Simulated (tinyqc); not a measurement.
Length of a polyene: Hueckel, PPP and singles CI along the polyenes. Computed by the program tinyqc. Hueckel uses the same beta without repulsion; CIS keeps all single excitations and so misses the low, doubly excited 2Ag state. W is the valence ionisation energy of a centre, MN the Mataga-Nishimoto formula, f the oscillator strength.

All-trans chains of carbon centres 1.40 angstrom apart:
```
parameter                               value
beta (eV), times 1 +/- alternation  -2.410000
alternation                                 0
W (eV)                              11.160000
gamma_rr (eV)                       10.820000
repulsion formula                          MN
```

Gaps and excitations (eV):
```
centres  Hueckel gap  PPP orbital gap  bright singlet (CIS)       f  lowest triplet (CIS)
2             4.8200          10.0930                7.5935  0.6510                2.0465
4             2.9789           7.6112                5.3023  1.1170                1.1027
8             1.6740           5.5676                3.5290  2.0938                0.4414
10            1.3719           5.0390                3.0792  2.5540                0.2939
12            1.1620           4.6558                2.7529  2.9899                0.1941
```

Estimate the missing row, centres = 6.

Computed row:
```
centres  Hueckel gap  PPP orbital gap  bright singlet (CIS)       f  lowest triplet (CIS)
6             2.1451           6.3449                4.1945  1.6117                0.6773
```

The Hueckel gap tends to 4 x alternation x |beta| = 0.00 eV for long chains (zero without alternation, falling as 1/N). Exchange opens the PPP orbital gap, and the attraction of electron and hole brings the bright state 1.90 eV below it at 12 centres; the triplet lies 2.56 eV lower still.
